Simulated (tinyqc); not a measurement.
From results back to parameters: polytypes by hexagonality, and a cubic inclusion as a quantum well. Three cases, with inputs chosen for the exercise.

Problem. A square well of depth V with masses m_w inside and m_b outside (first and second entry of m) binds its lowest level at the given depth below the barrier: k tan(k L/2) = (m_w/m_b) q, k = sqrt(m_w E/c), q = sqrt(m_b (V - E)/c), c = hbar^2/2m0. How many double layers wide is it?

Constants: hbar^2/2m0 = 3.80998211 eV angstrom^2.

Case 1.

Values chosen (out of a larger set: of the order of those of SiC; not measured data): m = (0.288, 0.338) m0 (electron mass along c in the cubic layer and in the host); d = 2.526 angstrom (thickness of a double layer).

V = 0.71960 eV
depth V - E = 0.39382 eV

Case 2.

Values chosen (out of a larger set: of the order of those of GaN; not measured data): m = (0.204, 0.206) m0 (electron mass along c in the cubic layer and in the host); d = 2.597 angstrom (thickness of a double layer).

V = 0.25500 eV
depth V - E = 0.10562 eV

Case 3.

Values chosen (out of a larger set: of the order of those of GaN; not measured data): m = (0.197, 0.21) m0 (electron mass along c in the cubic layer and in the host); d = 2.585 angstrom (thickness of a double layer).

V = 0.29900 eV
depth V - E = 0.11049 eV

Find: k; q; L; N.

Solution. L = (2/k) arctan((m_w/m_b) q/k), and N = L/d.

Case 1.

k = 0.1569 1/angstrom
q = 0.1869 1/angstrom
L = 10.10 angstrom
N = 4.0

Case 2.

k = 0.0894 1/angstrom
q = 0.0756 1/angstrom
L = 15.58 angstrom
N = 6.0

Case 3.

k = 0.0987 1/angstrom
q = 0.0780 1/angstrom
L = 12.93 angstrom
N = 5.0

Computed by tinyqc, one run a case: `OMP_NUM_THREADS=1 python tinyqc.py N N+1 out.jsonl` with N = 1880516, 1880518, 1880551; one thread of a shared Intel(R) Xeon(R) Processor @ 2.30GHz, about 0.05 s a run at most.
